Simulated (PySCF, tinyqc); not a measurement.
Worked calculation: RHF in the sto-3g basis, for H3+, spin multiplicity 1. The lowest restricted solution is unstable here: a spin-polarised one lies 0.0388 hartree lower (PySCF). One step of it, computed by the program tinyqc.

Task: Iteration 1: building the Fock matrix. J_ij = sum D_kl (ij|kl), K_ij = sum D_kl (ik|jl); F = H + J - 0.5 K; E = tr D H + tr D J / 2 - 0.25 tr D K + E_nn.

D at the start:
```
          1H 1s     2H 1s     3H 1s
1H 1s  1.272671  0.429254  0.429254
2H 1s  0.429254  0.144781  0.144781
3H 1s  0.429254  0.144781  0.144781
```

core Hamiltonian H = T + V (hartree):
```
           1H 1s      2H 1s      3H 1s
1H 1s  -1.163412  -0.376901  -0.376901
2H 1s  -0.376901  -0.989873  -0.030696
3H 1s  -0.376901  -0.030696  -0.989873
```

Two-electron integrals (ij|kl) in chemists' order, unique and non-zero (hartree):
```
(11|11) 0.774606   (21|11) 0.134643   (21|21) 0.035953   (22|11) 0.343129
(22|21) 0.134643   (22|22) 0.774606   (31|11) 0.134643   (31|21) 0.022424
(31|22) 0.059897   (31|31) 0.035953   (32|11) 0.009414   (32|21) 0.001984
(32|22) 0.006148   (32|31) 0.001984   (32|32) 0.000138   (33|11) 0.343129
(33|21) 0.059897   (33|22) 0.174868   (33|31) 0.134643   (33|32) 0.006148
(33|33) 0.774606
```

nuclear repulsion = 0.87438402 hartree

Give: Coulomb J; exchange K; Fock matrix F; total energy of this density.

Result:

Coulomb J (hartree):
```
        1H 1s   2H 1s   3H 1s
1H 1s  1.3191  0.2502  0.2502
2H 1s  0.2502  0.7430  0.0172
3H 1s  0.2502  0.0172  0.7430
```

exchange K (hartree):
```
        1H 1s   2H 1s   3H 1s
1H 1s  1.2339  0.3765  0.3765
2H 1s  0.3765  0.2770  0.1088
3H 1s  0.3765  0.1088  0.2770
```

Fock matrix F (hartree):
```
         1H 1s    2H 1s    3H 1s
1H 1s  -0.4613  -0.3149  -0.3149
2H 1s  -0.3149  -0.3854  -0.0679
3H 1s  -0.3149  -0.0679  -0.3854
```

total energy of this density = -0.966797 hartree
